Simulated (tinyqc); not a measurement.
Inside a calculation. Model: epitaxial growth on a vicinal surface: Burton-Cabrera-Frank step flow, step-edge barrier and island nucleation. Computed by tinyqc, a small Python program that keeps every step. Command: `OMP_NUM_THREADS=1 python tinyqc.py 3013301 3013302 out.jsonl stepflow walk`. One thread of a shared host (Intel(R) Xeon(R) Processor @ 2.30GHz), about 0.01 s of CPU time with the checks. Intermediate numbers are printed to about 6 digits and carried at full precision; extremes and crossings named in words are read from the listed rows.

Adatoms land at rate F, hop on a square grid (a simplification for hexagonal faces), desorb, or join steps. Lengths are in units of a and n is the adatom coverage. Steps ascend at x = 0 and descend at x = l.

Inputs (values chosen for the exercise, close to those used for Si(111)):

| quantity | value | unit |
|---|---|---|
| site spacing a | 3.84 | angstrom |
| step height h | 3.14 | angstrom |
| diffusion barrier E_d | 1.01 | eV |
| desorption energy E_a | 2.99 | eV |
| adatom formation energy E_f | 1.09 | eV |
| step-edge barrier E_s | 0.06 | eV |
| attempt frequency nu | 10 | THz |
| deposition rate F | 0.046 | layers/s |
| miscut angle | 0.3 | degrees |
| temperature T | 860 | C |
| critical nucleus size i | 1 | - |

Constants: k_B = 8.617333262e-05 eV/K.

## Scales

D = nu exp(-E_d/(k_B T)) (a^2/s, nu counted per direction); tau = exp(E_a/(k_B T))/nu; x_s = sqrt(D tau); n_eq = exp(-E_f/(k_B T)); terrace width l = h/(a tan(miscut)); Schwoebel length l_s = exp(E_s/(k_B T)) - 1. Temperatures in kelvin are T(C) + 273.15.

D = 3.22064e+08 a^2/s

lifetime tau = 1.98734 s

diffusion length x_s = 25299.2 a

equilibrium coverage n_eq = 1.41950e-05

terrace width l = 156.169 a

Schwoebel length l_s = 0.848651 a

l/x_s = 0.00617: nearly every adatom reaches a step.

## Terrace solution

D n'' - n/tau + F = 0 with n(0) = n_eq and -l_s n'(l) = n(l) - n_eq. With u = n - F tau, A = n_eq - F tau, y = l/x_s, s = l_s/x_s: u = A cosh(x/x_s) + B sinh(x/x_s), B = A (1 - cosh y - s sinh y)/(sinh y + s cosh y). Flux into the ascending step J+ = D B/x_s, over the descending one J- = -(D/x_s)(A sinh y + B cosh y); step velocity J+ + J-; growth rate (J+ + J-)/l. For small y: J+ + J- = (F - n_eq/tau) l, J-/J+ = l/(l + 2 l_s). The coverage peaks where n' = 0, tanh(x/x_s) = -B/A.

J+ = 3.61074 atoms per step site and s

J- = 3.57192 atoms per step site and s

growth rate = 0.0459927 layers/s

peak coverage = 1.46351e-05

position of the peak = 78.5067 a

0.016 % of the flux desorbs; even closely spaced steps lose n_eq/tau, 0.016 % of F. The ascending step takes 50.3 %: the barrier makes an uphill current, which evens out terrace widths but makes steps meander and favours mounds on wide terraces. Caution: twice the distance from the ascending step to the coverage peak exceeds the expected island spacing [0.25 (F/D)^(i/(i+2)) exp(E_i/((i+2) k_B T))]^(-1/2) by 40 % or more, so islands nucleate and the step-flow values are formal.

## Step flow or islands

Island density on a flat surface without desorption: N = 0.25 (F/D)^(i/(i+2)) exp(E_i/((i+2) k_B T)) per site, with E_i = 0 for i = 1; spacing l_n = N^(-1/2). Step flow needs an effective width l_eff = 2 x(peak) below l_n.

island density N on a flat surface = 1.30681e-04 per site

island spacing l_n = 87.4770 a

ratio l_eff/l_n = 1.79491

Islands nucleate on the terraces, and a step-flow solution would overstate the coverage. Caution: the prefactor 0.25 and the criterion are estimates, good to a factor of about two in length.

## Growth mode over temperature

x(peak) solves tanh(x/x_s) = -B/A. Rows where evaporation outweighs deposition are left out.

Scales:

| T (C) | x_s (a) | l_s (a) | incorporated share | l_n (a) | l_eff/l_n |
|---|---|---|---|---|---|
| 660 | 222236 | 1.10887 | 1.000000 | 60.455 | 2.60145 |
| 710 | 118821 | 1.03034 | 1.000000 | 67.246 | 2.33757 |
| 760 | 67498 | 0.96193 | 0.999997 | 74.034 | 2.12235 |
| 810 | 40398 | 0.90184 | 0.999976 | 80.786 | 1.94423 |
| 860 | 25299 | 0.84865 | 0.999841 | 87.477 | 1.79491 |
| 910 | 16483 | 0.80127 | 0.999085 | 94.088 | 1.66830 |
| 960 | 11118 | 0.75879 | 0.995385 | 100.602 | 1.55986 |
| 1010 | 7734 | 0.72052 | 0.979436 | 107.007 | 1.46613 |
| 1060 | 5528 | 0.68586 | 0.918016 | 113.295 | 1.38446 |

The ratio stays above 1: islands in every row. Incorporation goes from 100.0 % to 91.8 %.

Checks made by the program: growth rate against F minus desorption, from a numerical solution (relative difference below 1e-10).
